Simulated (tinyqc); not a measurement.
On-chip power grid, static voltage drop by conjugate gradients: one step of the calculation.

A grid of 4 rows and 3 columns, node k = 3 row + column. Neighbours in a row are joined by Rx, in a column by Ry; pad nodes, which reach the supply through Rp: 0, 2, 9, 11. Each node draws I0, node 9 draws kh I0. The drops u = Vdd - V solve G u = i, with G the conductance matrix (1/Rp added on the diagonal at pad nodes).

Problem. Worst drop, pad currents and power lost. Pad current u/Rp; worst drop as a share of Vdd; power lost in the grid and pads sum_k i_k u_k; power delivered sum_k i_k (Vdd - u_k).

Parameters, values chosen for the exercise:
```
symbol,value,unit,meaning
Vdd,0.75,V,supply voltage
Rp,0.16,ohm,resistance from a pad node to the supply
I0,1,mA,load current of an ordinary node
kh,1,,factor on the load at the hot node
```

converged u (mV):
```
            col 0       col 1       col 2
row 0  0.48000000  0.74683544  0.48000000
row 1  0.84455696  0.91772152  0.84455696
row 2  0.84455696  0.91772152  0.84455696
row 3  0.48000000  0.74683544  0.48000000
```

Give: worst drop; share of Vdd; pad currents; power lost; power delivered.

Solution.

worst drop = 0.91772 mV
share of Vdd = 0.12236 %
pad currents (mA): node 0 3.0000, node 2 3.0000, node 9 3.0000, node 11 3.0000
power lost = 0.0086273 mW
power delivered = 8.9914 mW

The pad currents add up to the total load, 12.00 mA. The worst drop is at node 4 and 7.

tinyqc, about 0.2 s, one thread, Intel Xeon 2.30GHz (shared host): `OMP_NUM_THREADS=1 python tinyqc.py 2770127 2770128 out.jsonl`
